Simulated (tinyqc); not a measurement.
## Thermal resistances of a two-die stack

Inverse problem. Heat leaves through the lower die only, and the system is linear. Find the resistance R1 from the lower die to the coolant, R2 between the dies, and the rise of the upper die when both are powered.

Parameters, values chosen for the exercise:
```
symbol  value  unit                 meaning
P1         15     W  power of the lower die
P2         26     W  power of the upper die
```

rises of the lower and upper die with only the lower one powered (K): [3.9, 3.9]
rises of the lower and upper die with only the upper one powered (K): [6.76, 10.4]

Answer. With only the lower die powered no heat crosses R2, so both dies rise by P1 R1; the difference in the second test is P2 R2; rises add.

R1 = 0.260 K/W
R2 = 0.140 K/W
rise of the upper die = 14.3 K

Program tinyqc, `OMP_NUM_THREADS=1 python tinyqc.py 2162244 2162245 out.jsonl`; Intel Xeon 2.30GHz, shared host, one thread, about 0.03 s.
